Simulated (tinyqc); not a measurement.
Capacitances against the line height.

Endless row of lines of width wl, height tl and space sl between grounded planes at distance hd; e2 fills the gaps beside the lines, e1 the rest. Laplace's equation is solved on meshes of 3, 6 and 12 steps per unit u and extrapolated (Aitken), which is good to about 0.2 %. C_even (all lines at 1 V) is the capacitance Cg to the planes; C_odd (neighbours in antiphase) = Cg + 4 Cc if only nearest neighbours couple, which defines Cc; total with quiet neighbours Cg + 2 Cc. Plate values 2 eps0 e1 wl/hd and eps0 e2 tl/sl.

Values chosen for this exercise:

| symbol | value | unit | meaning |
|---|---|---|---|
| e1 | 2.7 |  | relative permittivity above and below the lines |
| e2 | 1 |  | relative permittivity between the lines |
| wl | 6 | u | line width, in units u |
| sl | 4 | u | space between lines |
| hd | 8 | u | distance to each plane |

Constants: eps0 = 8.8541878128e-12 F/m. Results are converted to the units shown.

The same in every row: plate Cg (aF/um) = 35.9.

Capacitances against the line height:
columns A: tl (u); B: Cg (aF/um); C: Cc (aF/um); D: Cg + 2 Cc (aF/um); E: C_odd (aF/um); F: plate Cc (aF/um); G: share of coupling, 2 Cc/(Cg + 2 Cc) (%)
```
A      B     C     D    E     F     G
2   56.4  18.9  94.2  132  4.43  40.2
4   56.7  23.3   103  150  8.85  45.1
6   56.7  27.7   112  168  13.3  49.4
8   56.7  32.1   121  185  17.7  53.1
12  56.8  41.0   139  221  26.6  59.1
16  56.8  49.8   156  256  35.4  63.7
```

As tl goes from 2 to 16, Cg rises from 56.4 to 56.8 aF/um, Cc rises from 18.9 to 49.8 aF/um and the share of coupling rises from 40.2 to 63.7 %. Cg is 1.57 times its plate value in the first row and 1.58 times in the last; for Cc the ratios are 4.27 and 1.41. Neighbours in antiphase raise the load by a factor of 1.40 and 1.64 over quiet ones.

tinyqc, about 0.7 s, one thread, Intel Xeon 2.30GHz (shared host): `OMP_NUM_THREADS=1 python tinyqc.py 2790151 2790152 out.jsonl`
